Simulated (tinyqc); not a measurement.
## Probe couplings from its potential

Question. One voltage probe p sits between leads L (mu = 1) and R (mu = 0) without magnetic field: mu_p = T_pL/(T_pL + T_pR), T_eff = T_RL + T_pL T_pR/(T_pL + T_pR). Find T_pL and T_pR.

T_RL = 0.31
mu_p = 0.61904762
T_eff = 0.35952381

Answer. T_eff - T_RL equals T_pL (1 - mu_p) and also T_pR mu_p.

T_pL = 0.130
T_pR = 0.0800

Computed by the program tinyqc: `OMP_NUM_THREADS=1 python tinyqc.py 2700028 2700029 out.jsonl`, one thread of a shared Intel Xeon 2.30GHz, about 0.01 s for the whole run.
